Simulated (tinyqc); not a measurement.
Worked calculation: Ewald sum of point charges, rock salt, strained along z by a factor 0.95, lattice. Computed by tinyqc, a small Python program that keeps every step. Command: `OMP_NUM_THREADS=1 python tinyqc.py 23372 23373 out.jsonl` (the two numbers bound the seeds that draw the settings). One thread of a shared host (Intel(R) Xeon(R) Processor @ 2.60GHz), about 0.06 s of CPU time with the checks.

## Ewald sum with eta = 0.258 1/bohr

cell vectors (rows) (bohr):
```
,1,2,3
1,0.000000,6.010000,5.709000
2,6.010000,0.000000,5.709000
3,6.010000,6.010000,0.000000
```

Charges:
```
q,f1,f2,f3
2.000000,0.000000,0.000000,0.000000
-2.000000,0.500000,0.500000,0.500000
```

Real space: 1/2 sum q_i q_j erfc(eta r)/r over all images with r > 0; reciprocal space: (2 pi/V) sum_(G != 0) exp(-G^2/4 eta^2)/G^2 |S(G)|^2 with S(G) = sum q exp(i G.r); self term -eta/sqrt(pi) sum q^2; background -pi Q^2/(2 V eta^2), Q the total charge.

Real-space shells (first ones):
```
r (bohr),pairs,sum (hartree)
5.709000,4,-0.052197
6.010000,8,-0.075389
8.289317,16,0.009614
8.499424,8,0.003629
10.238793,16,-0.000585
11.418000,4,0.000022
12.020000,8,0.000015
12.903132,16,-0.000006
13.306881,16,-2.89e-06
13.438769,16,-2.24e-06
14.234146,16,4.64e-07
14.601136,32,4.37e-07
```

Reciprocal shells (first ones that count):
```
G^2 (1/bohr^2),vectors,sum (hartree)
0.849305,8,0.094552
3.035258,16,0.000014
3.271837,8,2.74e-06
5.221210,8,1.14e-09
5.457790,16,8.95e-10
```

## The total does not depend on eta

The same sums for other eta.

Totals (hartree per cell):
```
eta,real,reciprocal,self,background,total
0.258000,-0.114901,0.094570,-1.164487,0.000000,-1.18481900
0.396000,-0.003960,0.606493,-1.787353,0.000000,-1.18481900
0.542000,-0.000028,1.261535,-2.446326,0.000000,-1.18481900
```

shortest distance = 5.709000 bohr

Madelung constant -E d / (formula units |q+ q-|) = 1.691033
